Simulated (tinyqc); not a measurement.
Charge centroid from charge and shift.

Problem. A sheet of N electrons in the storage layer of a charge-trap cell shifts the threshold by U = (q/eps0) N (tb/eb + xc tn/en). Find xc and the distance xc tn from the blocking layer.

Inputs (values chosen for the exercise): storage layer tn = 7 nm; its relative permittivity en = 7.6; blocking layer tb = 9.5 nm; its relative permittivity eb = 9.

Constants: q = 1.602176634e-19 C, eps0 = 8.8541878128e-14 F/cm where lengths are in cm. Results are converted to the units shown.

N = 4.8e12 cm^-2
U = 1.4448166 V

Answer. U eps0/(q N) is the electrical distance from the gate; subtract that of the blocking layer.

xc = 0.6600
distance = 4.620 nm

Numbers from tinyqc (`OMP_NUM_THREADS=1 python tinyqc.py 2130078 2130079 out.jsonl`; about 0.04 s on one thread of a shared Intel Xeon 2.30GHz).
